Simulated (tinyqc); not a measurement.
Chemical vapour deposition: Grove model, boundary layer, depletion and step coverage: one step, computed by the program tinyqc.

A precursor diffuses to the surface and reacts there at first order; each molecule that reacts adds one formula unit of film.

Task: Boundary layer. nu = nu0 (T/273.15)^1.75 (760/p); Re = U L/nu; mean boundary layer delta = (2/3) L/sqrt(Re), at most b/2; h_g = D/delta. Temperatures in kelvin are T(C) + 273.15.

Inputs (values chosen for the exercise, close to those used for epitaxial silicon from a chlorosilane):

| quantity | value | unit |
|---|---|---|
| temperature T | 1090 | C |
| total pressure p | 760 | torr |
| gas diffusivity D0 at 273.15 K and 760 torr | 0.45 | cm^2/s |
| gas velocity U | 56 | cm/s |
| kinematic viscosity nu0 at 273.15 K and 760 torr | 0.49 | cm^2/s |
| susceptor length L | 43 | cm |
| channel height b | 3 | cm |

Reactor: horizontal, atmospheric.

Give: Reynolds number Re; boundary layer delta; mass-transfer coefficient h_g.

Result:

Reynolds number Re = 294.92

boundary layer delta = 1.5 cm

mass-transfer coefficient h_g = 4.9989 cm/s

Caution: the boundary layer is capped at b/2, so U, L and nu no longer affect h_g.
